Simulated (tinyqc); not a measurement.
Classical Heisenberg spin chain: exact results, Metropolis, heat-bath and over-relaxation steps, and a Monte Carlo run: one step, computed by the program tinyqc.

E = -J sum_i s_i . s_(i+1) for unit vectors s_i on an open chain; K = J/(k_B T).

Task: Four single-spin steps. The given spins are first normalised. Spins 2 and 3 are updated in turn, with h = K (sum of the two neighbours). Heat bath: cos(theta) = 1 + ln(1 - r1 (1 - exp(-2 |h|)))/|h| about n = h/|h|, azimuth 2 pi r2 = phi in the frame a = n x z/|n x z|, b = n x a: s = n cos(theta) + sin(theta)(a cos(phi) + b sin(phi)); r1, r2 are the first two numbers of the row. Steps 2 and 4 are reflections, s -> 2 (s . h) h/|h|^2 - s, which keep the energy and use no random number.

Inputs (values chosen for the exercise, for a model chain of large moments): temperature T = 339 K.

Update: heat bath with over-relaxation.

four neighbouring spins (rows; components x, y, z):
```
         1        2        3
1  -0.6013  -0.7656   0.2288
2   0.7925  -0.2494  -0.5565
3   0.2091  -0.9744  -0.0827
4  -0.4775  -0.7717   0.4201
```

random numbers, one row a step:
```
        1       2       3
1  0.4438  0.5781  0.4606
2  0.5856  0.4512  0.2263
3  0.8062  0.2673  0.5966
4  0.7510  0.4318  0.9896
```

K = 1.300801

Give: the table «Steps» with the columns |h|, h . s before, h . s after, move, x, y, z.

Result:

Steps:
```
spin    |h|  h . s before  h . s after        move        x        y        z
2     2.328         0.054        1.749   heat bath   0.4088  -0.8336   0.3713
3     2.330         1.931        1.931  reflection  -0.2726  -0.5112   0.8151
2     2.428         1.424        0.819   heat bath  -0.3693  -0.7203  -0.5872
3     2.242         1.115        1.115  reflection  -0.2161  -0.3499  -0.9115
```
